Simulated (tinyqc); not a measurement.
Ballistic Schottky-barrier transistor with a two-dimensional channel, WKB contacts: two steps of the calculation.

Source Fermi level 0, drain Fermi level -Vd. Far from the contacts Ec = pn - psi, and the gate moves psi one to one; the band edges relax as exp(-x/lam) from pn at the source and pn - Vd at the drain; Ev = Ec - Eg. A carrier of energy w inside the channel band meets at a contact a barrier of height D (the contact edge beyond the channel edge): T = 1 for w >= D, else exp(-S), S = 4 lam sqrt(m/C) [sqrt(D - w) - sqrt(w) arctan sqrt((D - w)/w)], C = hbar^2/(2 m0). The two contacts combine as Ts Td/(Ts + Td - Ts Td).

Parameters, values chosen for the exercise; channel values close to those of a tungsten diselenide layer:

| symbol | value | unit | meaning |
|---|---|---|---|
| T | 350 | K | temperature |
| pn | 0.9 | eV | barrier for electrons at both contacts |
| mn | 0.36 | m0 | electron mass |
| g | 2 |  | valleys or subbands |
| lam | 4.7 | nm | screening length at the contacts |
| Vd | 0.3 | V | drain bias |
| ps | 0.57 | V | band shift psi of the channel by the gate |
| w0 | 0.32 | eV | energy of one carrier inside the channel band |
| wm | 0.78 | eV | upper end of the grid |
| nE | 13 |  | points of the grid |

Constants: q = 1.602176634e-19 C, kB = 1.380649e-23 J/K, hbar = 1.054571817e-34 J s, h = 6.62607015e-34 J s, m0 = 9.1093837015e-31 kg, Vt = kB T/q, hbar^2/(2 m0) = 0.0380998212 eV nm^2. Results are converted to the units shown.

Question 1. Transmission of one of the electrons. S and T at both contacts for w = w0, and the tunnelling distance lam ln(D/w) at the higher barrier.

D for electrons (eV): source 0.57000000, drain 0.27000000

Give: S at the source; S at the drain; combined T; tunnelling distance.

Answer 1.

S at the source = 5.2319
S at the drain = 0
combined T = 0.0053432
tunnelling distance = 2.7134 nm

Question 2. Current of the electrons on a coarse grid. I/W = g (2 q^2/h) int T(w) [N(Es + w) - N(Ed + w)] dw with w the energy of motion along the channel, N(y) = (1/2 pi) sqrt(pi m kB T/C) Fm(-y/kB T), Fm(x) = (1/sqrt(pi)) int_0^infinity u^(-1/2)/(1 + exp(u - x)) du. Electrons: Ds = psi, Dd = psi - Vd, Es = Ec, Ed = Ec + Vd. Holes: Ds = -psi, Dd = Vd - psi, Es = -Ev, Ed = -Ev - Vd. The size of each current is taken; both flow from drain to source and add. Simpson's rule on nE equally spaced w from 0 to wm.

Wanted: w; Ts; Td; T; size of the supply difference; current.

Answer 2.

```
point  w (eV)         Ts         Td          T  size of the supply difference (1/um)
0      0.0000  1.127e-19  9.097e-14  1.127e-19                              0.002667
1      0.0650  1.027e-10   2.547e-5  1.027e-10                              3.091e-4
2      0.1300   1.151e-7   0.007657   1.151e-7                              3.582e-5
3      0.1950   1.305e-5     0.1901   1.305e-5                              4.151e-6
4      0.2600   4.358e-4     0.9301   4.357e-4                              4.810e-7
5      0.3250   0.006416      1.000   0.006416                              5.574e-8
6      0.3900    0.05070      1.000    0.05070                              6.460e-9
7      0.4550     0.2373      1.000     0.2373                             7.487e-10
8      0.5200     0.6758      1.000     0.6758                             8.676e-11
9      0.5850      1.000      1.000      1.000                             1.005e-11
10     0.6500      1.000      1.000      1.000                             1.165e-12
11     0.7150      1.000      1.000      1.000                             1.350e-13
12     0.7800      1.000      1.000      1.000                             1.565e-14
```

current = 1.209e-8 uA/um

Range of the model: No scattering, image-force lowering, channel charge or band-to-band tunnelling; parabolic kappa overstates S deep in the gap.

Program tinyqc, `OMP_NUM_THREADS=1 python tinyqc.py 2390113 2390114 out.jsonl`; Intel Xeon 2.30GHz, shared host, one thread, about 0.2 s.
